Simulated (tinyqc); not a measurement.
From results back to parameters: Koster-Slater impurity in an sp3s* host.

Problem. In the Koster-Slater model a defect shifts the s level of its site by Vs and the p levels by Vp; an A1 level solves 1/Vs = G_s(E) and a T2 level 1/Vp = G_p(E), E from the top of the valence band. A defect has an A1 level at E = 0.2869 eV, one of the energies of the table, and a T2 level at 2.0082 eV.

G(E) of the host (1/eV):
```
E (eV),G_s,G_p
0.0000,-0.0031744,0.0897013
0.2869,-0.0081634,0.0444274
0.5738,-0.0132859,0.0173972
0.8607,-0.0186726,-0.0051390
1.1475,-0.0244527,-0.0268118
1.4344,-0.0307852,-0.0505494
1.7213,-0.0379024,-0.0812361
2.0082,-0.0462395,-0.1343137
2.2951,-0.0577679,-0.4246565
```

Find: Vs, Vp.

Solution. Read G_s and G_p at the two energies and invert them. Vs is attractive and pulls its level down from the conduction bands. Vp is attractive and pulls its level down from the conduction bands.

Vs, Vp (eV): -122.5  -7.4

Computed by tinyqc, a small Python program: `OMP_NUM_THREADS=1 python tinyqc.py 1482642 1482643 out.jsonl` (the numbers bound the seed that draws the inputs); one thread of a shared host (Intel(R) Xeon(R) Processor @ 2.30GHz), about 0.03 s for the whole set of steps.
